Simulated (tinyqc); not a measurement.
Electron continuity equation in a given potential, Scharfetter-Gummel discretisation: one step of the calculation.

Steady state in one dimension: J = q mu n E + q D dn/dx with E = -dpsi/dx and D = mu Vt, dJ/dx = 0, fixed densities nL and nR at the ends. The potential is given, psi = 0 for x < L/2 and U (2 x/L - 1) beyond, and is not changed by the electrons.

Problem. Tridiagonal system for the inner nodes. Row i (1 to 10): B(-d_(i-1)) n_(i-1) + b_i n_i + B(d_i) n_(i+1) = f_i with b_i = -B(-d_i) - B(d_(i-1)) and f_i = 0; the known end values are moved to the right: f_1 loses B(-d_0) nL and f_10 loses B(d_10) nR. h = L/11, D = mu Vt.

Parameters, values chosen for the exercise; mobility close to that of cadmium telluride at room temperature: temperature T = 273 K; electron mobility mu = 1010 cm^2/(V s); length of the region L = 1.6 um; density at x = 0 nL = 9.4e15 cm^-3; density at x = L nR = 0 cm^-3.

Constants: q = 1.602176634e-19 C, kB = 1.380649e-23 J/K, Vt = kB T/q. Results are converted to the units shown.

```
interval	B(d_i)	B(-d_i)
0	1	1
1	1	1
2	1	1
3	1	1
4	1	1
5	0.75377063	1.2947738
6	0.55470621	1.6367126
7	0.55470621	1.6367126
8	0.55470621	1.6367126
9	0.55470621	1.6367126
10	0.55470621	1.6367126
```

Find: diagonal b; right side f.

Solution.

```
node	diagonal b	right side f (cm^-3)
1	-2.000	-9.400e15
2	-2.000	0
3	-2.000	0
4	-2.000	0
5	-2.295	0
6	-2.390	0
7	-2.191	0
8	-2.191	0
9	-2.191	0
10	-2.191	0
```

Numbers from tinyqc (`OMP_NUM_THREADS=1 python tinyqc.py 2220130 2220131 out.jsonl`; about 0.01 s on one thread of a shared Intel Xeon 2.30GHz).
